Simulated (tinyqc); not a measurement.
Bandgap voltage reference from two bipolar transistors: one step of the calculation.

Two transistors of area 1 and N carry the same current I. Is(T) = Is (T/T0)^eta exp[(Vg0 q/kB)(1/T0 - 1/T)], VBE1 = Vt ln(I/Is(T)) + I rb, VBE2 = Vt ln(I/(N Is(T))) + I rb/N. The amplifier forces I R1(T) = VBE1 - VBE2 + Vos, with R(T) = R (1 + tc (T - T0)) for both resistors, and the output is Vref = VBE1 + I R2(T). Base currents and the Early effect are neglected.

Question. Resistor for zero slope at T0, ideal case. With tc = 0, Vos = 0 and rb = 0 the current is proportional to T, dVBE/dT = (VBE - Vg0 - (eta - 1) Vt)/T, and Vref has zero slope at T0 when Vref = Vg0 + (eta - 1) Vt0. Find VBE1, its slope, that Vref, R2/R1 and the curvature d2Vref/dT2 = -(eta - 1) kB/(q T0).

Inputs (values chosen for the exercise); values of the order met in silicon bipolar transistors: reference temperature T0 = 298 K; band-gap voltage extrapolated to 0 K Vg0 = 1.149 V; temperature exponent of the saturation current eta = 3.8; saturation current of the unit transistor at T0 Is = 7.4e-16 A; area ratio of the second transistor N = 8; resistor across which the difference of VBE falls, at T0 R1 = 27 kohm.

Constants: q = 1.602176634e-19 C, kB = 1.380649e-23 J/K. Results are converted to the units shown.

Give: VBE1; dVBE/dT; Vref; R2/R1; curvature.

Answer.

VBE1 = 0.5574 V
dVBE/dT = -2.226 mV/K
Vref = 1.221 V
R2/R1 = 12.43
curvature = -0.8097 uV/K^2

Computed by the program tinyqc: `OMP_NUM_THREADS=1 python tinyqc.py 2062107 2062108 out.jsonl`, one thread of a shared Intel Xeon 2.30GHz, about 0.02 s for the whole run.
